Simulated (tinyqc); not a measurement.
Schottky barrier on an n-type semiconductor, non-linear Poisson equation by Newton steps: one step of the calculation.

One dimension, metal at x = 0, donor density C(x) = Nd, uniform. Energies are counted from the electron Fermi level of the semiconductor and the conduction-band edge is Ec = -psi, so n = Nc exp(psi/Vt); holes follow the Fermi level of the metal, at -V, so p = Nv exp((V - psi - Eg)/Vt). Ends: psi(0) = V - phiB and psi = Vt ln(Nd/Nc) deep inside. Boltzmann statistics, full ionisation, no current, no image force in the Poisson equation.

Problem. Converged densities, field and barrier lowering. n and p as above; E_i = -(psi_(i+1) - psi_i)/h_i; at the metal |E_0| = |E on interval 0| + q rho_0 (h_0/2)/(eps0 eps_r), rho_0 = p_0 - n_0 + C_0; image-force lowering dphi = sqrt(q |E_0|/(4 pi eps0 eps_r)).

Values chosen for this exercise; band and dielectric values close to those of gallium nitride:
- T = 300 K (temperature)
- Eg = 3.38 eV (band gap)
- eps_r = 9.38 (relative permittivity)
- Nc = 2.26e18 cm^-3 (conduction-band density of states at T)
- Nv = 4.69e19 cm^-3 (valence-band density of states at T)
- V = 0 V (bias of the metal against the semiconductor)

Constants: q = 1.602176634e-19 C, kB = 1.380649e-23 J/K, Vt = kB T/q, eps0 = 8.8541878128e-14 F/cm where lengths are in cm. Results are converted to the units shown.

```
node  x (nm)  converged psi (V)  donor density C (cm^-3)
0          0         -1.1900000                   4.4e17
1        3.1         -1.0585571                   4.4e17
2       6.65         -0.9180529                   4.4e17
3       10.7         -0.7708227                   4.4e17
4       15.4         -0.6174166                   4.4e17
5       20.7         -0.4669202                   4.4e17
6       26.9         -0.3211280                   4.4e17
7       33.9         -0.1957383                   4.4e17
8       41.9         -0.1032297                   4.4e17
9       51.2         -0.0575029                   4.4e17
10      61.7         -0.0450999                   4.4e17
11      73.8         -0.0427085                   4.4e17
12      87.7         -0.0423496                   4.4e17
13       104         -0.0423070                   4.4e17
14       122         -0.0423028                   4.4e17
```

Find: n; p; field E; |E_0| at the metal; image-force lowering.

Solution.

```
node  n (cm^-3)  p (cm^-3)
0       0.02307  7.600e-18
1         3.725  4.706e-20
2         854.1  2.052e-22
3       2.540e5  6.901e-25
4       9.593e7  1.827e-27
5      3.237e10  5.415e-30
6      9.107e12  1.925e-32
7      1.164e15  1.506e-34
8      4.168e16  4.206e-36
9      2.444e17  7.173e-37
10     3.949e17  4.439e-37
11     4.331e17  4.047e-37
12     4.392e17  3.991e-37
13     4.399e17  3.985e-37
14     4.400e17  3.984e-37
```

field E, interval 0 to 13 (kV/cm): -424.0  -395.8  -363.5  -326.4  -284.0  -235.1  -179.1  -115.6  -49.2  -11.8  -2.0  -0.3  0.0  0.0
|E_0| at the metal = 437.2 kV/cm
image-force lowering = 81.92 mV

Program tinyqc, `OMP_NUM_THREADS=1 python tinyqc.py 2020128 2020129 out.jsonl`; Intel Xeon 2.30GHz, shared host, one thread, about 0.05 s.
